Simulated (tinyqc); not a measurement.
Lorentz oscillators and the Kramers-Kronig relations, step by step. Values are carried at full precision from step to step, so a last printed digit may differ when a step is redone from the rounded ones.

eps(E) = 1 + sum_j S_j/(E0_j^2 - E^2 - i G_j E).

Constants: hbar c = 1973.269805 eV angstrom; hbar^2/2m0 = 3.80998211 eV angstrom^2; e^2/(4 pi eps0) = 14.39964547 eV angstrom.

Inputs chosen for the exercise (line positions loosely like those of Si; Lorentz tails absorb below the gap, where the real solid is clear; shifted at random, so the results belong to these values and not to a real crystal): E0 = (3.45, 4.1, 5.46) eV (resonances); G = (0.3, 0.56, 1.34) eV (widths); S = (43, 86.6, 59.8) eV^2 (strengths); E = 1.73 eV (photon energy); h = 0.4 eV (grid step); M = 30 (grid points E_j = j h); i = 10 (grid index at which eps1 is wanted).

## Dielectric function at one energy

Evaluate each oscillator and the sum.

terms: 4.8099+0.2802i  6.2369+0.4373i  2.2133+0.1913i

eps(E) = 14.2601+0.9088i
eps(0) = 11.7703

## Optical constants

n + i k = sqrt(eps1 + i eps2) with k >= 0; R = ((n - 1)^2 + k^2)/((n + 1)^2 + k^2) at normal incidence from vacuum; alpha = 2 E k/(hbar c), times 1e8 for 1/cm; loss function Im(-1/eps) = eps2/(eps1^2 + eps2^2).

Convert eps at the photon energy E into the optical constants.

n = 3.7782
k = 0.1203
R = 0.3385
alpha = 2.11e+04 1/cm
loss function = 0.0045
vacuum wavelength hc/E (hc = 1239.841984 eV nm) = 716.7 nm

The intensity falls to 1/e within 474 nm.

## Absorptive part on the grid

Tabulate eps2 at E_j = j h.

eps2(E_j), j = 1 .. M: 0.1438  0.3048  0.5062  0.7880  1.2353  2.0754  4.1880  15.1857  30.5092  38.4809  20.4085  9.9569  9.9285  9.0589  5.5699  3.2103  1.9926  1.3365  0.9522  0.7100  0.5480  0.4346  0.3522  0.2906  0.2433  0.2063  0.1767  0.1529  0.1333  0.1171

## eps1 at one grid point

Kramers-Kronig: eps1(E) = 1 + (2/pi) P integral_0^infinity E1 eps2(E1)/(E1^2 - E^2) dE1. Maclaurin rule on the grid E_j = j h, j = 1 .. M: eps1(E_i) = 1 + (4 h/pi) sum over j with j - i odd of E_j eps2(E_j)/(E_j^2 - E_i^2); nothing is added above E_M.

List the terms E_j eps2_j/(E_j^2 - E_i^2) for j - i odd, add them and form eps1.

terms in order of j (1/eV): -0.0036  -0.0417  -0.2059  -1.4371  -36.1293  26.7254  4.6765  1.6710  0.4481  0.1733  0.0844  0.0472  0.0290  0.0190  0.0130

sum = -3.931 1/eV
eps1(E_i) = -1.002

The oscillator formula gives 7.461 at E_i = 4 eV. The rule samples every 2h = 0.8 eV against a narrowest width of 0.3 eV and stops at 12 eV; coarse sampling and the missing tail make the difference.

## The f-sum on the grid

W(E_M) = (2/pi) h sum_j E_j eps2_j, with half weight on the last point; the full integral equals sum S_j = (hbar omega_p)^2, and the electron density follows from (hbar omega_p)^2 = 8 pi c (e^2/(4 pi eps0)) N with c = hbar^2/2m0.

W(E_M) = 175.35 eV^2
sum S = 189.40 eV^2
share reached on this grid (a step near the line widths can inflate it) = 0.926
hbar omega_p = 13.762 eV
N = 1.37e+23 1/cm^3

## Checks

- The value of eps1 at 1.750 eV from a fine, long grid (with the tail of eps2 ~ 1/E^3 added) against the oscillator formula: both 14.3.

Program tinyqc; command `OMP_NUM_THREADS=1 python tinyqc.py 1650018 1650019 out.jsonl`; about 0.2 s on one thread of a shared Intel(R) Xeon(R) Processor @ 2.30GHz.
